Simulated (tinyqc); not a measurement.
Implant damage, amorphisation by cascade overlap, and solid-phase epitaxial regrowth. Inputs raised by 10 %, one at a time. Computed by tinyqc, a small Python program. Command: `OMP_NUM_THREADS=1 python tinyqc.py 3110172 3110173 out.jsonl sper sens`. One thread of a shared host (Intel(R) Xeon(R) Processor @ 2.30GHz), about 0.01 s of CPU time with the checks.

Range and width of the damage are inputs. Dynamic annealing enters only through the surviving share f.

Inputs (values chosen for the exercise, modelled on antimony ions in germanium):
```
quantity                           value    unit
atomic density N                    44.2  1/nm^3
ion Z1                                51       -
ion mass M1                        121.8       u
target Z2                             32       -
target mass M2                     72.63       u
ion energy E                         130     keV
displacement energy E_d               14      eV
depth of the damage peak R_d          42      nm
width of the damage profile s_d       27      nm
share of defects that survive f     0.84       -
critical displaced share x_c         0.1       -
dose Q                           1.2e+14  1/cm^2
regrowth prefactor v0            2.8e+16    nm/s
regrowth energy E_a                 2.16      eV
anneal temperature                   482       C
rate relative to (100)                 1       -
peak enhancement by the dopant       9.5       -
```

Constants: a_0 = 0.529177210903 angstrom; e^2/(4 pi eps_0) = 14.39964548 eV angstrom; k_B = 8.617333262e-05 eV/K.

Method:
- Robinson partition: eps = E a M2/(Z1 Z2 (e^2/(4 pi eps_0)) (M1 + M2)), a = 0.8853 a_0/sqrt(Z1^(2/3) + Z2^(2/3)); k = 0.0793 Z1^(2/3) Z2^(1/2) (M1 + M2)^(3/2)/((Z1^(2/3) + Z2^(2/3))^(3/4) M1^(3/2) M2^(1/2)); damage energy T_d = E/(1 + k (eps + 0.40244 eps^(3/4) + 3.4008 eps^(1/6))); displacements nu = 0.8 T_d/(2 E_d).
- Displaced share x(z) = f nu Q exp(-(z - R_d)^2/(2 s_d^2))/(sqrt(2 pi) s_d N); the layer is amorphous where x > x_c, between R_d -/+ s_d sqrt(2 ln(x_max/x_c)), the upper edge being cut at the surface. Threshold dose Q_c = Q x_c/x_max.
- Displaced atoms per area beyond the lower edge z2: f nu Q (1/2) erfc((z2 - R_d)/(sqrt2 s_d)); they are not removed by regrowth.
- v = v0 x orientation factor x exp(-E_a/(k_B T)) x [1 + (enhancement - 1) exp(-(z - R_d)^2/(2 s_d^2))], T = anneal temperature + 273.15 K; the dopant is taken to follow the damage profile; the lower front moves from the lower edge z2 to the surface, or to the middle (z1 + z2)/2 of a buried layer with upper edge z1; time = int dz/v; the equivalent undoped distance is that time times the undoped velocity.

Runs; columns: (1) input moved; (2) from; (3) to; (4) threshold dose Q_c (1/cm^2); (5) lower edge (nm); (6) displaced atoms beyond z2 (1/cm^2); (7) time with enhancement (s):
```
(1)                                    (2)    (3)        (4)    (5)        (6)     (7)
base run                                 -      -  1.337e+13   98.6  4.856e+15  0.1741
ion energy E (keV)                     130    143  1.224e+13   99.7  4.783e+15  0.1797
displacement energy E_d (eV)            14   15.4  1.471e+13   97.3  4.938e+15  0.1684
depth of the damage peak R_d (nm)       42   46.2  1.337e+13  102.8  4.856e+15  0.1862
width of the damage profile s_d (nm)    27   29.7  1.471e+13  102.9  5.432e+15  0.1750
share of defects that survive f       0.84  0.924  1.216e+13   99.8  4.778e+15  0.1801
critical displaced share x_c           0.1   0.11  1.471e+13   97.3  5.432e+15  0.1684
peak enhancement by the dopant         9.5  10.45  1.337e+13   98.6  4.856e+15  0.1606
```

Exponents ln(y'/y) / ln(x'/x):
```
input                            threshold dose Q_c  lower edge  displaced atoms beyond z2  time with enhancement
ion energy E                                 -0.929       0.120                     -0.158                  0.327
displacement energy E_d                       1.000      -0.133                      0.176                 -0.355
depth of the damage peak R_d                  0.000       0.438                      0.000                  0.703
width of the damage profile s_d               1.000       0.447                      1.176                  0.049
share of defects that survive f              -1.000       0.129                     -0.170                  0.352
critical displaced share x_c                  1.000      -0.133                      1.176                 -0.355
peak enhancement by the dopant                0.000       0.000                      0.000                 -0.853
```

Which inputs matter most for each result?

Among the inputs moved here: threshold dose Q_c answers most in size to displacement energy E_d (exponent +1.000), and about equally to width of the damage profile s_d (+1.000), critical displaced share x_c (+1.000), share of defects that survive f (-1.000); its exponent is below 0.0005 for depth of the damage peak R_d, peak enhancement by the dopant. Its exponent +1.000 in displacement energy E_d: displacements go as 1/E_d. Its exponent +1.000 in width of the damage profile s_d: the same damage spread over more depth. Lower edge answers most in size to width of the damage profile s_d (exponent +0.447), next to depth of the damage peak R_d (+0.438); its exponent is below 0.0005 for peak enhancement by the dopant. Displaced atoms beyond z2 answers most in size to width of the damage profile s_d (exponent +1.176), and about equally to critical displaced share x_c (+1.176); its exponent is below 0.0005 for depth of the damage peak R_d, peak enhancement by the dopant. Time with enhancement answers most in size to peak enhancement by the dopant (exponent -0.853), next to depth of the damage peak R_d (+0.703).

Extremes, crossings and ranges named in words are read from the listed rows.
